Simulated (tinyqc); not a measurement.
Comparisons within one model: Landau levels with Rashba coupling. A value that a table varies takes the place of the one given here.

H = (p + eA)^2/2m + aR (sx ky - sy kx) + gs muB B sz/2. With d = 1/2 - gs m/4: E_0 = d hbar wc, and E(N, +/-) = hbar wc [N +/- sqrt(d^2 + 2 N aR^2/(l hbar wc)^2)] for N >= 1.

In a field B along z: l = 1/sqrt((e/hbar) B) is the magnetic length, n_B = B/(h/e) the number of states per area in one level, hbar wc = 2 muB B/m for mass m in m0; 1/angstrom^2 = 1e16/cm^2.

Each listed level takes n_B electrons. At zero temperature and without broadening EF sits in the partly filled level.

Constants: e/hbar = 1.519267448e-05 1/(T angstrom^2); h/e = 413566.7697 T angstrom^2; muB = 5.788381798e-05 eV/T.

Values chosen for the exercise (near those of an asymmetric GaAs well; not measured data): m = 0.0696 m0 (mass); gs = -0.41 (g factor); aR = 0.34 eV angstrom (Rashba constant); Bs = (1, 2, 3, 5, 7, 10, 14) T (fields); B = 6.1 T (magnetic field); n = 6.5 x 1e11/cm^2 (electron sheet density).

## The fan of levels

The four lowest levels against B, with their labels in order.

Levels (meV):
```
B (T)  first  second  third  fourth       order
1.00   -0.39    0.55   0.84    1.64  1- 2- 0 3-
2.00    0.18    1.69   2.54    5.09  1- 0 2- 3-
3.00    0.87    2.53   4.74    8.80  1- 0 2- 3-
5.00    2.37    4.22   9.36   14.26  1- 0 2- 1+
7.00    3.93    5.90  14.12   19.35  1- 0 2- 1+
10.0    6.32    8.44  21.38   26.94  1- 0 2- 1+
14.0    9.55   11.81  31.15   37.02  1- 0 2- 1+
```

The fourth level grows as B^1.64 over the first two rows and B^0.94 over the last two (1 for a parabolic band without a fixed offset such as a valley splitting, 1/2 for massless Dirac electrons). The order of the levels changes between 1 and 2 T, between 3 and 5 T; where the fourth level changes its label, the powers above mix two states. The term 2 aR^2/(l hbar wc)^2 falls as 1/B, from 1.270 to 0.091, against d^2 = 0.257.

## What each parameter does

The second and third levels from below, nu = n/n_B, and EF. Each row changes one parameter from the base and keeps the others.

Results:
```
case                    second level (meV)  third level (meV)    nu  EF (meV)
base                                  5.15              11.97  4.41     20.91
B = 5.18 T                            4.37               9.78  5.19     24.68
m = 0.0592 m0                         6.04              14.95  4.41     25.75
gs = -0.492                           5.16              11.96  4.41     20.90
aR = 0.289 eV angstrom                5.15              12.71  4.41     21.90
n = 5.52 x 1e11/cm^2                  5.15              11.97  3.74     17.07
```

The largest shifts from the base row, up to three for each result and ties (the steps differ in size, so this ranks the rows, not the parameters). second level (meV): m +0.89, B -0.78, gs +0.01; unchanged at the printed digits by aR and n. third level (meV): m +2.99, B -2.18, aR +0.75; unchanged at the printed digits by n. nu: B +0.78, n -0.66; unchanged at the printed digits by m, gs and aR. EF (meV): m +4.84, n -3.84, B +3.77.

Run: tinyqc, `OMP_NUM_THREADS=1 python tinyqc.py 1280269 1280270 out.jsonl`; Intel(R) Xeon(R) Processor @ 2.30GHz, one thread, shared host; about 0.01 s of CPU time with all checks.
